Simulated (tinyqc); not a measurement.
Cabrera-Mott growth of a thin oxide under its own electric field: one step, computed by the program tinyqc.

Electrons cross the film freely and set a fixed potential V across it; the field V/x lowers the barrier for ions entering the oxide.

Problem. Limiting thickness. Growth counts as stopped when u exp(X1/x) falls to 1e-5 angstrom/s: x_L = X1/ln(1e-5/u), defined while u is below that rate; the critical temperature is T_c = W/(k_B ln(u0/1e-5)).

Inputs (values chosen for the exercise, for a model metal): barrier W = 1.44 eV; prefactor u0 = N Omega nu = 9.3e+12 angstrom/s; temperature T = 295 K.

Backward hops: kept.

u = 2.330944e-12 angstrom/s

X1 = 181.7386 angstrom

Constants: k_B = 8.617333262e-05 eV/K.

Give: limiting thickness x_L; critical temperature T_c.

Solution.

limiting thickness x_L = 11.900 angstrom

critical temperature T_c = 403.89 K
